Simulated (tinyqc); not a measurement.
Pariser-Parr-Pople SCF with singles CI, for the molecule C=CC1=CN=CC=CC1=C (SMILES; centres numbered as the heavy atoms are written), step by step. Computed by tinyqc, a small Python program that keeps every step. Settings: charge = 0, gamma = Ohno, start = huckel, damping = 0.5, iteration cap = 82, excitations kept = 4. Command: `OMP_NUM_THREADS=1 python tinyqc.py 30800 30801 out.jsonl` (the two numbers bound the seeds that draw the settings). One thread of a shared host (Intel(R) Xeon(R) Processor @ 2.60GHz), about 0.05 s of CPU time with the checks. Later iterations appear only in the table of the cycle.

## PPP integrals

Centres (angstrom, eV; a flat drawing with bonds scaled to 1.40 angstrom):

| centre | x | y | core charge z | W | gamma_rr |
|---|---|---|---|---|---|
| 1C | 2.957000 | 1.075000 | 1 | 11.160000 | 11.130000 |
| 2C | 2.155000 | -0.072000 | 1 | 11.160000 | 11.130000 |
| 3C | 0.760000 | 0.049000 | 1 | 11.160000 | 11.130000 |
| 4C | 0.264000 | 1.358000 | 1 | 11.160000 | 11.130000 |
| 5N | -1.069000 | 1.786000 | 1 | 14.100000 | 12.300000 |
| 6C | -2.235000 | 1.012000 | 1 | 11.160000 | 11.130000 |
| 7C | -2.356000 | -0.383000 | 1 | 11.160000 | 11.130000 |
| 8C | -1.341000 | -1.347000 | 1 | 11.160000 | 11.130000 |
| 9C | 0.045000 | -1.155000 | 1 | 11.160000 | 11.130000 |
| 10C | 0.820000 | -2.321000 | 1 | 11.160000 | 11.130000 |

Resonance integrals (eV):

| i | j | beta |
|---|---|---|
| 1 | 2 | -2.120000 |
| 2 | 3 | -2.120000 |
| 3 | 4 | -2.120000 |
| 4 | 5 | -2.230000 |
| 5 | 6 | -2.230000 |
| 6 | 7 | -2.120000 |
| 7 | 8 | -2.120000 |
| 8 | 9 | -2.120000 |
| 9 | 10 | -2.120000 |
| 9 | 3 | -2.120000 |

Ohno: gamma = 14.399645/sqrt(R^2 + a^2), a = 2 x 14.399645/(gamma_rr + gamma_ss); H_rr = -W_r - sum_(s != r) z_s gamma_rs; H_rs = beta for bonds.

repulsion gamma_rs (eV), lower triangle:
```
            1C         2C         3C         4C         5N         6C         7C         8C
1C   11.130000
2C    7.555096  11.130000
3C    5.239415   7.553170  11.130000
4C    4.798236   5.331513   7.554385  11.130000
5N    3.373009   3.674481   5.131859   7.729116  12.300000
6C    2.690950   3.061607   4.233134   5.078820   7.730721  11.130000
7C    2.544426   3.061698   4.233374   4.233484   5.132341   7.553170  11.130000
8C    2.823312   3.654982   5.079357   4.233929   4.264710   5.079009   7.554360  11.130000
9C    3.702396   5.329976   7.552988   5.079321   4.264560   4.233702   5.080062   7.556087
10C   3.415594   4.934957   5.331616   3.655390   3.073746   3.061970   3.655550   5.332312

            9C        10C
9C   11.130000
10C   7.553674  11.130000
```

core matrix H (eV), lower triangle:
```
             1C          2C          3C          4C          5N          6C          7C          8C
1C   -47.302434
2C    -2.120000  -55.317481
3C     0.000000   -2.120000  -63.069298
4C     0.000000    0.000000   -2.120000  -58.854193
5N     0.000000    0.000000    0.000000   -2.230000  -58.474544
6C     0.000000    0.000000    0.000000    0.000000   -2.230000  -53.883083
7C     0.000000    0.000000    0.000000    0.000000    0.000000   -2.120000  -54.208465
8C     0.000000    0.000000    0.000000    0.000000    0.000000    0.000000   -2.120000  -56.738058
9C     0.000000    0.000000   -2.120000    0.000000    0.000000    0.000000    0.000000   -2.120000
10C    0.000000    0.000000    0.000000    0.000000    0.000000    0.000000    0.000000    0.000000

             9C         10C
9C   -61.512767
10C   -2.120000  -51.174809
```

## Starting guess

pi electrons, sum of z_r less the charge = 10

Orbitals of the Hueckel matrix of the beta values.

P at the start, lower triangle:
```
            1C         2C         3C         4C         5N         6C         7C         8C
1C    0.971271
2C    0.876965   1.005260
3C    0.033988   0.455405   0.957683
4C   -0.319609  -0.002552   0.676304   0.960287
5N   -0.034738  -0.093840   0.046933   0.578149   0.964731
6C    0.230398   0.014145  -0.292300   0.049061   0.717098   0.955929
7C    0.050686   0.036807  -0.087806  -0.146141   0.042349   0.542104   0.967550
8C   -0.193590  -0.051265   0.219362  -0.092322  -0.300589   0.056167   0.756645   0.947779
9C   -0.101951  -0.011035   0.404139   0.049317  -0.080379  -0.101645   0.036396   0.459920
10C   0.148567  -0.101951  -0.159602  -0.264393   0.198613   0.187979  -0.310564  -0.151583

           9C       10C
9C   0.979162
10C  0.770484  1.290347
```

## Iteration 1: Fock matrix

F_rr = H_rr + P_rr gamma_rr / 2 + sum_(s != r) P_ss gamma_rs; F_rs = H_rs - P_rs gamma_rs / 2; E = tr P (H + F) / 2 + core repulsion sum_(r<s) z_r z_s gamma_rs.

F (eV), lower triangle:
```
            1C         2C         3C         4C         5N         6C         7C         8C
1C   -5.680404
2C   -5.432777  -5.547089
3C   -0.089040  -3.839875  -5.620836
4C    0.766779   0.006804  -4.674532  -6.144896
5N    0.058586   0.172407  -0.120426  -4.464289  -8.694951
6C   -0.309994  -0.021654   0.618672  -0.124587  -5.001842  -6.264458
7C   -0.064483  -0.056346   0.185858   0.309342  -0.108674  -4.167301  -6.132706
8C    0.273283   0.093687  -0.557109   0.195441   0.640963  -0.142637  -4.977985  -5.559195
9C    0.188732   0.029409  -3.646230  -0.125248   0.171390   0.215167  -0.092447  -3.857599
10C  -0.253722   0.251563   0.425469   0.483230  -0.305244  -0.287793   0.567640   0.404144

            9C        10C
9C   -5.013860
10C  -5.029992  -5.220003
```

pi energy = -130.276004 eV

## Iteration 1: orbitals and new P

Diagonalise F (the basis is taken as orthonormal) and form P = 2 sum c c over the lowest orbitals; 0.5 of the old P is kept.

orbital energies (eV): -15.464733  -13.304236  -12.652143  -10.930542  -8.373023  -2.853655  -1.363506  0.295569  1.606587  3.161282

P after iteration 1, lower triangle:
```
            1C         2C         3C         4C         5N         6C         7C         8C
1C    0.980324
2C    0.888177   0.996822
3C    0.037152   0.436861   0.953729
4C   -0.318928   0.001301   0.697818   0.962329
5N   -0.022267  -0.080979   0.027176   0.551232   1.075036
6C    0.218549   0.019241  -0.302545  -0.001526   0.730019   0.916002
7C    0.033296   0.031763  -0.068125  -0.137908   0.013173   0.524799   0.991381
8C   -0.180916  -0.047339   0.230742  -0.058156  -0.303949   0.079722   0.773288   0.918090
9C   -0.084058  -0.014287   0.379532   0.041996  -0.064181  -0.084940   0.024894   0.431336
10C   0.129786  -0.095164  -0.147974  -0.276909   0.195475   0.157116  -0.311538  -0.117184

           9C       10C
9C   0.988188
10C  0.803209  1.218100
```

## Iteration 2: Fock matrix

As before.

F (eV), lower triangle:
```
            1C         2C         3C         4C         5N         6C         7C         8C
1C   -5.676614
2C   -5.475131  -5.605542
3C   -0.097327  -3.769842  -5.613608
4C    0.765147  -0.003468  -4.755794  -5.758242
5N    0.037553   0.148778  -0.069732  -4.360268  -8.518112
6C   -0.294052  -0.029454   0.640356   0.003874  -5.051787  -5.795560
7C   -0.042360  -0.048625   0.144200   0.291915  -0.033804  -4.101947  -6.188976
8C    0.255392   0.086512  -0.586010   0.123115   0.648127  -0.202453  -5.040848  -5.610531
9C    0.155607   0.038073  -3.553300  -0.106655   0.136852   0.179805  -0.063231  -3.749606
10C  -0.221648   0.234814   0.394471   0.506106  -0.300420  -0.240542   0.569421   0.312432

            9C        10C
9C   -5.342229
10C  -5.153591  -5.432626
```

pi energy = -130.567931 eV

## Iteration 2: orbitals and new P

As before.

orbital energies (eV): -15.203744  -13.285784  -12.657625  -10.986666  -8.549051  -2.665309  -1.264066  0.330491  1.727986  3.011727

P after iteration 2, lower triangle:
```
            1C         2C         3C         4C         5N         6C         7C         8C
1C    0.987107
2C    0.896971   0.994592
3C    0.031732   0.421998   0.960960
4C   -0.317689   0.003238   0.715292   0.952955
5N   -0.013352  -0.071265   0.014196   0.529708   1.145345
6C    0.207710   0.020763  -0.307558  -0.025209   0.739832   0.880420
7C    0.024979   0.028014  -0.058743  -0.131811  -0.002465   0.509673   1.008390
8C   -0.168358  -0.043770   0.233490  -0.039402  -0.304010   0.095004   0.787368   0.900944
9C   -0.072891  -0.015531   0.362341   0.039483  -0.054551  -0.075448   0.016920   0.410785
10C   0.118700  -0.089337  -0.145604  -0.281165   0.190824   0.136700  -0.308201  -0.094463

           9C       10C
9C   0.995964
10C  0.824886  1.173322
```

## Iteration 3: Fock matrix

As before.

F (eV), lower triangle:
```
            1C         2C         3C         4C         5N         6C         7C         8C
1C   -5.650681
2C   -5.508351  -5.602769
3C   -0.083130  -3.713712  -5.610376
4C    0.762174  -0.008631  -4.821795  -5.497175
5N    0.022517   0.130931  -0.036425  -4.277089  -8.471735
6C   -0.279469  -0.031784   0.650966   0.064017  -5.089717  -5.518399
7C   -0.031778  -0.042885   0.124341   0.279011   0.006325  -4.044823  -6.254570
8C    0.237664   0.079990  -0.592991   0.083414   0.648257  -0.241263  -5.094032  -5.630293
9C    0.134935   0.041391  -3.488377  -0.100273   0.116317   0.159713  -0.042978  -3.671963
10C  -0.202715   0.220436   0.388153   0.513884  -0.293272  -0.209285   0.563323   0.251854

            9C        10C
9C   -5.510910
10C  -5.235461  -5.528708
```

pi energy = -130.764285 eV

## Iteration 3: orbitals and new P

As before.

orbital energies (eV): -15.081614  -13.254164  -12.657794  -11.007340  -8.641898  -2.551776  -1.205035  0.362551  1.800622  2.960832

P after iteration 3, lower triangle:
```
            1C         2C         3C         4C         5N         6C         7C         8C
1C    0.992784
2C    0.903754   0.994417
3C    0.023497   0.410149   0.972500
4C   -0.316138   0.004482   0.729295   0.939852
5N   -0.007041  -0.064075   0.005159   0.512204   1.191894
6C    0.198380   0.020682  -0.309425  -0.035257   0.747328   0.850889
7C    0.020859   0.025204  -0.054074  -0.126717  -0.011771   0.496692   1.021705
8C   -0.157144  -0.040718   0.231891  -0.029064  -0.302361   0.105273   0.798860   0.889752
9C   -0.065709  -0.015705   0.350018   0.039175  -0.048271  -0.069895   0.010963   0.395771
10C   0.111740  -0.084606  -0.146873  -0.281746   0.185925   0.122526  -0.303803  -0.077766

           9C       10C
9C   1.001896
10C  0.839587  1.144312
```

## Convergence

Stop when output and input P, before any damping, agree to 1e-7.

Course of the cycle:

| iteration | E (eV) | largest \|P(out) - P(in)\| |
|---|---|---|
| 1 | -130.27600386 | 2.21e-01 |
| 2 | -130.56793145 | 1.41e-01 |
| 3 | -130.76428509 | 9.31e-02 |
| 4 | -130.89361381 | 6.38e-02 |
| 5 | -130.97786000 | 4.52e-02 |
| 6 | -131.03251220 | 3.29e-02 |
| 7 | -131.06798621 | 2.45e-02 |
| 8 | -131.09109711 | 1.92e-02 |
| 9 | -131.10623947 | 1.55e-02 |
| 10 | -131.11622912 | 1.25e-02 |
| 11 | -131.12286865 | 1.02e-02 |
| ... | ... | ... |
| 72 | -131.13695832 | 9.22e-07 |
| 73 | -131.13695832 | 7.98e-07 |
| 74 | -131.13695832 | 6.91e-07 |
| 75 | -131.13695832 | 5.98e-07 |
| 76 | -131.13695832 | 5.18e-07 |
| 77 | -131.13695832 | 4.49e-07 |
| 78 | -131.13695832 | 3.89e-07 |
| 79 | -131.13695832 | 3.37e-07 |
| 80 | -131.13695832 | 2.91e-07 |
| 81 | -131.13695832 | 2.52e-07 |
| 82 | -131.13695832 | 2.19e-07 |

Not converged within 82 iterations: the residual falls steadily but slowly, by a factor of about 0.87 a step. Reruns (cap 100 unless said): damping 0: converged in 41 (E = -131.13696); the original settings with a cap of 400: converged in 88 (E = -131.13696).
